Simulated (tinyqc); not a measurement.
Inside a calculation: strain-driven crossing of the Gamma and L valleys in a germanium-like crystal alloyed with tin. Values are carried at full precision from step to step, so a last printed digit may differ when a step is redone from the rounded ones.

With tin the unstrained gaps become E(y) = (1 - y) E + y EgS - CS y (1 - y); all other values are kept.
Constants: kB = 8.617333262e-05 eV/K; hc = 1239.841984 eV nm.

Parameters, chosen for this exercise (near those of Ge, gaps at low temperature; not measured data): Eg = 0.898 eV (gap at Gamma to the s-like level); EgL = 0.757 eV (gap to L); EgS = (-0.35, 0.114) eV (Gamma and L gaps of the tin end); CS = (2.68, 1.02) eV (bowing of the Gamma and L gaps); y = 0.049 (tin fraction); C11 = 127.7 GPa; C12 = 49.1 GPa; C44 = 67.3 GPa; load = uniaxial [100] (kind of strain); e0 = 0.0095 (size of the strain); Dso = 0.286 eV (spin-orbit splitting); ac = -8.16 eV (conduction deformation potential); av = 1.22 eV (valence hydrostatic potential); b = -2.55 eV (tetragonal shear potential); d = -5.26 eV (trigonal shear potential); aL = -1.63 eV (hydrostatic potential of the L edge, Xd + Xu/3); XuL = 16.3 eV (uniaxial potential, L); mG = 0.0423 m0 (mass at Gamma); mL = 0.554 m0 (density-of-states mass of the four L valleys together); T = 200 K (temperature).

## Gaps of the unstrained alloy

Give both gaps, their difference, and the y at which they cross (the root of a quadratic between 0 and 0.3).

Gamma and L gaps (eV): [0.7120, 0.6780]

Gamma - L = 0.0340 eV
crossing y = 0.0654

Without strain the alloy is indirect.

## The strain tensor for a uniaxial [100] load

Biaxial loads: e0 is the in-plane strain e_par and the normal is free. (001): e_perp = -2 (C12/C11) e_par; exx = eyy = e_par, ezz = e_perp, no shear. (111): e_perp = -(2 C11 + 4 C12 - 4 C44)/(C11 + 2 C12 + 4 C44) e_par; exx = eyy = ezz = (2 e_par + e_perp)/3 and exy = eyz = ezx = (e_perp - e_par)/3. (110): e_perp = -(C11 + 3 C12 - 2 C44)/(C11 + C12 + 2 C44) e_par; exx = eyy = (e_par + e_perp)/2, ezz = e_par, exy = (e_perp - e_par)/2, eyz = ezx = 0. Uniaxial loads: a stress along n, scaled so that n.e.n = e0, with exx = s11 sxx + s12 (syy + szz), exy = s44 sxy/2, s11 = (C11 + C12)/((C11 - C12)(C11 + 2 C12)), s12 = -C12/((C11 - C12)(C11 + 2 C12)), s44 = 1/C44.

Form the tensor and its trace.

strain tensor in the cubic axes, rows x, y, z and columns alike:
```
[[0.009500, 0.000000, 0.000000],
 [0.000000, -0.002638, 0.000000],
 [0.000000, 0.000000, -0.002638]]
```

tr(e) = 0.004223

## Band edges

Edges from the unstrained valence top: Gamma at Eg + ac tr(e); an L valley with unit axis u at EgL + aL tr(e) + XuL (u.e.u - tr(e)/3), u along [111], [1-1-1], [-11-1], [-1-11]; valence edges are the levels of the 6 x 6 matrix of X, Y, Z times spin with -Dso/3 + l exx + m (eyy + ezz) on the diagonal (cyclic), n exy off it, l = av + 2 b, m = av - b, n = sqrt(3) d. Spin-orbit term (Dso/3) L.sigma on X, Y, Z with (L_k)_ij = -i epsilon_kij: <X+|H|Y+> = -i Dso/3, <X+|H|Z-> = Dso/3, <Y+|H|Z-> = -i Dso/3, <Z+|H|X-> = -Dso/3, <Z+|H|Y-> = i Dso/3, <X-|H|Y-> = i Dso/3, and their conjugates; + and - are the spin along z.

Give the edges and the direct and indirect gaps from the top valence edge.

Gamma edge = 0.6775 eV

L edges (eV): [111] 0.6711, [1-1-1] 0.6711, [-11-1] 0.6711, [-1-11] 0.6711

valence edges from the top (eV): [0.0361, -0.0185, -0.2882]

direct and indirect gap (eV): [0.6414, 0.6350]

The gap is indirect: Gamma lies 6 meV above the lowest L valley. The top two valence edges are 55 meV apart.

## Electrons in the Gamma valley

Non-degenerate, parabolic: share = mG^(3/2)/(mG^(3/2) + (mL^(3/2)/4) sum_i exp(-(E_Li - E_Gamma)/kT)). Also the offset at which four equal L valleys hold half of the electrons, kT ln((mL/mG)^(3/2)), and the wavelength hc/E of the direct gap.

(mL/mG)^(3/2) = 47.40
share in Gamma = 1.43 %
offset for an even split = 66.5 meV
wavelength = 1933 nm

With the L valleys as they lie here, Gamma must be 67 meV below the lowest of them to hold half of the electrons at 200 K; it lies 6 meV above. A direct gap alone is not enough.

## Checks

- Gamma and lowest L edge at e0 = 0.01171, where the linear shifts make them meet (eV): both 0.6695.

Run: tinyqc, `OMP_NUM_THREADS=1 python tinyqc.py 1080771 1080772 out.jsonl`; Intel(R) Xeon(R) Processor @ 2.30GHz, one thread, shared host; about 0.01 s of CPU time with all checks.
